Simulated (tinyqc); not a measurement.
Inside a calculation. Method: MP2 on RHF in the sto-3g basis, for H4, spin multiplicity 1. Computed by tinyqc, a small Python program that keeps every step (integrals from PySCF). Settings: charge = 0, multiplicity = 1, basis = sto-3g, method = RHF, energy threshold = 1e-10, iteration cap = 88, orthogonalisation = canonical, start = atomic densities, DIIS depth = 6. Command: `OMP_NUM_THREADS=1 python tinyqc.py 28209 28210 out.jsonl` (the two numbers bound the seeds that draw the settings). One thread of a shared host (Intel(R) Xeon(R) Processor @ 2.60GHz), about 0.08 s of CPU time with the checks. Later iterations appear only in the table of the cycle.

## One-electron integrals

Geometry (angstrom):
```
atom,x,y,z
H,0.00000,0.00000,0.00000
H,0.00000,0.00000,0.93100
H,0.00000,0.00000,2.21500
H,0.00000,0.00000,3.14600
```

Basis sto-3g: exponents (1/bohr^2) and contraction coefficients of normalised primitives:
```
element,l (shell),exponent,coefficient
H,s (1),3.42525,0.15433
H,s (1),0.62391,0.53533
H,s (1),0.16886,0.44463
```

Overlap, kinetic and nuclear-attraction integrals over the contracted functions; the nuclear repulsion is the sum of Za Zb / Rab.

nuclear repulsion = 2.1949437 hartree

overlap S:
```
,1H 1s,2H 1s,3H 1s,4H 1s
1H 1s,1.00000,0.53801,0.08289,0.01335
2H 1s,0.53801,1.00000,0.34643,0.08289
3H 1s,0.08289,0.34643,1.00000,0.53801
4H 1s,0.01335,0.08289,0.53801,1.00000
```

kinetic energy T (hartree):
```
,1H 1s,2H 1s,3H 1s,4H 1s
1H 1s,0.76003,0.13893,-0.01145,-0.00544
2H 1s,0.13893,0.76003,0.03643,-0.01145
3H 1s,-0.01145,0.03643,0.76003,0.13893
4H 1s,-0.00544,-0.01145,0.13893,0.76003
```

nuclear attraction V (hartree):
```
,1H 1s,2H 1s,3H 1s,4H 1s
1H 1s,-2.17919,-1.16078,-0.16410,-0.02535
2H 1s,-1.16078,-2.41902,-0.72840,-0.16410
3H 1s,-0.16410,-0.72840,-2.41902,-1.16078
4H 1s,-0.02535,-0.16410,-1.16078,-2.17919
```

core Hamiltonian H = T + V (hartree):
```
,1H 1s,2H 1s,3H 1s,4H 1s
1H 1s,-1.41916,-1.02185,-0.17554,-0.03079
2H 1s,-1.02185,-1.65899,-0.69198,-0.17554
3H 1s,-0.17554,-0.69198,-1.65899,-1.02185
4H 1s,-0.03079,-0.17554,-1.02185,-1.41916
```

## Two-electron integrals

Functions are numbered as in S; the eight-fold symmetry (ij|kl) = (ji|kl) = (kl|ij) leaves the list below.

Two-electron integrals (ij|kl) in chemists' order, unique and non-zero (hartree):
```
i,j,k,l,(ij|kl)
1,1,1,1,0.77461
2,1,1,1,0.34235
2,1,2,1,0.18863
2,2,1,1,0.50108
2,2,2,1,0.34235
2,2,2,2,0.77461
3,1,1,1,0.03672
3,1,2,1,0.02268
3,1,2,2,0.04756
3,1,3,1,0.00343
3,2,1,1,0.11685
3,2,2,1,0.08185
3,2,2,2,0.19788
3,2,3,1,0.01479
3,2,3,2,0.07162
3,3,1,1,0.23855
3,3,2,1,0.16294
3,3,2,2,0.39558
3,3,3,1,0.03672
3,3,3,2,0.19788
3,3,3,3,0.77461
4,1,1,1,0.00459
4,1,2,1,0.00300
4,1,2,2,0.00669
4,1,3,1,0.00051
4,1,3,2,0.00236
4,1,3,3,0.00669
4,1,4,1,0.00008
4,2,1,1,0.02239
4,2,2,1,0.01537
4,2,2,2,0.03672
4,2,3,1,0.00297
4,2,3,2,0.01479
4,2,3,3,0.04756
4,2,4,1,0.00051
4,2,4,2,0.00343
4,3,1,1,0.10681
4,3,2,1,0.07015
4,3,2,2,0.16294
4,3,3,1,0.01537
4,3,3,2,0.08185
4,3,3,3,0.34235
4,3,4,1,0.00300
4,3,4,2,0.02268
4,3,4,3,0.18863
4,4,1,1,0.16820
4,4,2,1,0.10681
4,4,2,2,0.23855
4,4,3,1,0.02239
4,4,3,2,0.11685
4,4,3,3,0.50108
4,4,4,1,0.00459
4,4,4,2,0.03672
4,4,4,3,0.34235
4,4,4,4,0.77461
```

## Orthogonalisation

S = U s U^T; canonical form X = U s^(-1/2), so that X^T S X = 1. Each column of U has its largest component positive (the first on a tie).

eigenvalues of S: 0.33548  0.53704  1.30474  1.82274

X:
```
,1,2,3,4
1H 1s,-0.69937,0.76558,0.50740,0.31879
2H 1s,1.00064,-0.58730,0.35463,0.41556
3H 1s,-1.00064,-0.58730,-0.35463,0.41556
4H 1s,0.69937,0.76558,-0.50740,0.31879
```

## Starting guess

The start is atomic minimal-basis densities projected into this basis (PySCF's MINAO start) and scaled to the electron count of each spin; this density is not idempotent, so its energy is not variational and may lie below the converged one.

D at the start:
```
,1H 1s,2H 1s,3H 1s,4H 1s
1H 1s,0.95202,0.09624,0.01901,0.00588
2H 1s,0.09624,0.90801,0.09578,0.01901
3H 1s,0.01901,0.09578,0.90801,0.09624
4H 1s,0.00588,0.01901,0.09624,0.95202
```

## Iteration 1: building the Fock matrix

J_ij = sum D_kl (ij|kl), K_ij = sum D_kl (ik|jl); F = H + J - 0.5 K; E = tr D H + tr D J / 2 - 0.25 tr D K + E_nn.

Coulomb J (hartree):
```
,1H 1s,2H 1s,3H 1s,4H 1s
1H 1s,1.68031,0.95338,0.14320,0.02253
2H 1s,0.95338,1.90514,0.62822,0.14320
3H 1s,0.14320,0.62822,1.90514,0.95338
4H 1s,0.02253,0.14320,0.95338,1.68031
```

exchange K (hartree):
```
,1H 1s,2H 1s,3H 1s,4H 1s
1H 1s,0.98382,0.73320,0.18466,0.05362
2H 1s,0.73320,1.06257,0.47937,0.18466
3H 1s,0.18466,0.47937,1.06257,0.73320
4H 1s,0.05362,0.18466,0.73320,0.98382
```

Fock matrix F (hartree):
```
,1H 1s,2H 1s,3H 1s,4H 1s
1H 1s,-0.23076,-0.43506,-0.12467,-0.03507
2H 1s,-0.43506,-0.28513,-0.30344,-0.12467
3H 1s,-0.12467,-0.30344,-0.28513,-0.43506
4H 1s,-0.03507,-0.12467,-0.43506,-0.23076
```

total energy of this density = -1.5286618 hartree

This density is the starting one; it is not idempotent, so its energy is not variational and may lie below the converged one.

## Iteration 1: diagonalisation and new density

Diagonalise F' = X^T F X, C = X C', fill 2 alpha and 2 beta electrons from the bottom; D = 2 C_occ C_occ^T. Each column has its largest component positive (the first on a tie).

F' = X^T F X (hartree):
```
,1,2,3,4
1,0.71411,0.00000,-0.00934,0.00000
2,0.00000,0.28904,0.00000,0.01097
3,-0.00934,0.00000,-0.31956,0.00000
4,0.00000,0.01097,0.00000,-0.55391
```

orbital energies (hartree): MO1 -0.55405, MO2 -0.31965, MO3 0.28918, MO4 0.71420

coefficients C:
```
,MO1,MO2,MO3,MO4
1H 1s,0.30880,0.50106,0.76966,-0.70393
2H 1s,0.42316,0.36366,-0.58184,0.99739
3H 1s,0.42316,-0.36366,-0.58184,-0.99739
4H 1s,0.30880,-0.50106,0.76966,0.70393
```

D after iteration 1:
```
,1H 1s,2H 1s,3H 1s,4H 1s
1H 1s,0.69283,0.62578,-0.10309,-0.31141
2H 1s,0.62578,0.62263,0.09363,-0.10309
3H 1s,-0.10309,0.09363,0.62263,0.62578
4H 1s,-0.31141,-0.10309,0.62578,0.69283
```

## Iteration 9 (converged): orbitals

converged F (hartree):
```
,1H 1s,2H 1s,3H 1s,4H 1s
1H 1s,-0.27552,-0.50937,-0.10853,-0.00605
2H 1s,-0.50937,-0.32146,-0.27572,-0.10853
3H 1s,-0.10853,-0.27572,-0.32146,-0.50937
4H 1s,-0.00605,-0.10853,-0.50937,-0.27552
```

As before.

F' = X^T F X (hartree):
```
,1,2,3,4
1,0.76687,0.00000,-0.04941,0.00000
2,0.00000,0.36926,0.00000,-0.00774
3,-0.04941,0.00000,-0.43876,0.00000
4,0.00000,-0.00774,0.00000,-0.59090
```

orbital energies (hartree): MO1 -0.59096, MO2 -0.44079, MO3 0.36933, MO4 0.76889

coefficients C:
```
,MO1,MO2,MO3,MO4
1H 1s,0.32495,0.47838,0.76298,-0.71953
2H 1s,0.41081,0.39525,-0.59063,0.98531
3H 1s,0.41081,-0.39525,-0.59063,-0.98531
4H 1s,0.32495,-0.47838,0.76298,0.71953
```

D after iteration 9:
```
,1H 1s,2H 1s,3H 1s,4H 1s
1H 1s,0.66888,0.64514,-0.11118,-0.24652
2H 1s,0.64514,0.64997,0.02509,-0.11118
3H 1s,-0.11118,0.02509,0.64997,0.64514
4H 1s,-0.24652,-0.11118,0.64514,0.66888
```

## Convergence

Stop when the energy changes by less than 1e-10 hartree and every element of the error matrix X^T (F D S - S D F) X is below 3e-06.

Course of the cycle:
```
iteration,E (hartree),change,largest element of the error matrix
1,-1.5286618,-,3.43e-02
2,-2.1510544,-6.22e-01,6.14e-02
3,-2.1513298,-2.75e-04,5.76e-02
4,-2.1534639,-2.13e-03,1.13e-02
5,-2.1535468,-8.29e-05,3.58e-04
6,-2.1535469,-7.10e-08,1.29e-04
7,-2.1535469,-6.71e-09,7.79e-05
8,-2.1535469,-3.86e-09,4.25e-06
9,-2.1535469,-9.95e-12,9.81e-08
```

PySCF RHF in the same basis = -2.1535469 hartree

Converged in 9 iterations.

## Populations, bond orders and dipole

Mulliken: Z minus the diagonal of D S on the atom; Loewdin: the same with S^(1/2) D S^(1/2); Mayer order: 2 sum_s sum (D(s) S)_ij (D(s) S)_ji over the two atoms.

Charges (e):
```
atom,Mulliken,Loewdin
1H,-0.00346,-0.01115
2H,0.00346,0.01115
3H,0.00346,0.01115
4H,-0.00346,-0.01115
```

Mayer bond orders:
```
pair,order
2-1,0.94172
3-1,-0.00124
3-2,0.05950
4-1,0.05950
4-2,-0.00124
4-3,0.94172
```

dipole moment about the origin, x y z (debye): 0.00000  0.00000  0.00000

## Integrals over molecular orbitals

(pq|rs) = sum C_ip C_jq C_kr C_ls (ij|kl), one index at a time.

one-electron integrals over orbitals h = C^T H C (hartree):
```
,1,2,3,4
1,-1.73909,0.00000,0.13087,0.00000
2,0.00000,-1.57766,0.00000,-0.11385
3,0.13087,0.00000,-1.17002,0.00000
4,0.00000,-0.11385,0.00000,-0.91520
```

Two-electron integrals over orbitals (pq|rs), unique and non-zero (hartree):
```
p,q,r,s,(pq|rs)
1,1,1,1,0.45986
2,1,2,1,0.18801
2,2,1,1,0.43814
2,2,2,2,0.44861
3,1,1,1,-0.05562
3,1,2,2,0.00122
3,1,3,1,0.10732
3,2,2,1,0.07768
3,2,3,2,0.11052
3,3,1,1,0.43940
3,3,2,2,0.43919
3,3,3,1,-0.01078
3,3,3,3,0.45771
4,1,2,1,0.02767
4,1,3,2,-0.07053
4,1,4,1,0.09035
4,2,1,1,0.06391
4,2,2,2,0.01370
4,2,3,1,-0.10273
4,2,3,3,0.01133
4,2,4,2,0.10842
4,3,2,1,-0.18092
4,3,3,2,-0.07926
4,3,4,1,-0.02520
4,3,4,3,0.19321
4,4,1,1,0.48096
4,4,2,2,0.46047
4,4,3,1,-0.06027
4,4,3,3,0.47299
4,4,4,2,0.07075
4,4,4,4,0.52906
```

## Second-order Moller-Plesset energy

Hartree-Fock energy = -2.1535469 hartree

E2 = sum_ijab (ia|jb) [2 (ia|jb) - (ib|ja)] / (e_i + e_j - e_a - e_b) over occupied i, j and virtual a, b; the opposite-spin part is (ia|jb)^2 / denominator, the rest is same-spin, and SCS-MP2 scales them by 6/5 and 1/3.

Terms:
```
i,j,a,b,(ia|jb),(ib|ja),denominator,term
2,2,3,3,0.11052,0.11052,-1.62022,-0.00754
1,2,3,4,-0.10273,-0.07053,-2.16996,-0.00639
2,1,4,3,-0.10273,-0.07053,-2.16996,-0.00639
1,1,3,3,0.10732,0.10732,-1.92057,-0.00600
2,2,4,4,0.10842,0.10842,-2.41935,-0.00486
1,1,4,4,0.09035,0.09035,-2.71970,-0.00300
1,2,4,3,-0.07053,-0.10273,-2.16996,-0.00125
2,1,3,4,-0.07053,-0.10273,-2.16996,-0.00125
```

Pair energies (hartree; pair i-j sums ij and ji):
```
pair,opposite spin,same spin
1-1,-0.00900,0.00000
2-1,-0.01431,-0.00096
2-2,-0.01240,0.00000
```

MP2 correlation energy = -0.0366644 hartree

SCS-MP2 correlation energy = -0.0431692 hartree

MP2 total energy = -2.1902113 hartree
